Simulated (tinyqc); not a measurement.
# Donor binding, ionisation and the Mott limit: Freeze-out

Hydrogenic donor: Ry = (m0 q^3/(8 eps0^2 h^2)) me/eps_r^2 in eV, E0 = cc Ry, radius a = q/(8 pi eps0 eps_r E0), Mott density Nm = (0.26/a)^3. Below Nm the level sinks as Ed = E0 [1 - (N/Nm)^(1/3)]. Neutrality: Nc F12(eta) = N/(1 + 2 exp(eta + Ed/kB T)), F12(x) = (2/sqrt(pi)) int_0^infinity sqrt(u)/(1 + exp(u - x)) du.

Nc is given at 100 K and scales as T^1.5.

Values chosen for this exercise; band and dielectric values close to those of silicon:
- eps_r = 11.8 (relative permittivity)
- me = 0.261 m0 (mass in the hydrogenic formula, set independently of Nc)
- Nc = 5.45e18 cm^-3 (conduction-band density of states at 100 K)
- cc = 1 (ratio of the true binding energy to the hydrogenic one)
- N = 3.1e16 cm^-3 (donor density)

Constants: q = 1.602176634e-19 C, kB = 1.380649e-23 J/K, eps0 = 8.8541878128e-12 F/m, h = 6.62607015e-34 J s, m0 = 9.1093837015e-31 kg, Vt = kB T/q. Results are converted to the units shown.

Freeze-out:

| T (K) | eta | n (cm^-3) | ionised (%) | ln(n/T^0.75) |
|---|---|---|---|---|
| 30 | -5.5913 | 3.3360e15 | 10.761 | 33.193 |
| 45 | -4.9148 | 1.2040e16 | 38.840 | 34.172 |
| 60 | -4.8280 | 2.0214e16 | 65.205 | 34.474 |
| 80 | -5.0032 | 2.6130e16 | 84.290 | 34.515 |
| 110 | -5.3717 | 2.9165e16 | 94.080 | 34.386 |
| 150 | -5.8008 | 3.0256e16 | 97.599 | 34.190 |
| 220 | -6.3604 | 3.0724e16 | 99.108 | 33.919 |
| 300 | -6.8213 | 3.0864e16 | 99.562 | 33.691 |
| 400 | -7.2510 | 3.0926e16 | 99.760 | 33.477 |

The ionised share rises from 10.8 to 99.8 %. Between the first two rows ln(n/T^0.75) has the slope -7.60 meV against q/kB T; deep freeze-out without compensation gives -Ed/2 = -9.07 meV, a limit that these rows do not reach, since a large share is already ionised.

Range of the model: A sharp level with degeneracy 2 overstates freeze-out near Nm, where the impurity band broadens and merges with the conduction band.

Computed by the program tinyqc: `OMP_NUM_THREADS=1 python tinyqc.py 2330112 2330113 out.jsonl`, one thread of a shared Intel Xeon 2.30GHz, about 0.01 s for the whole run.
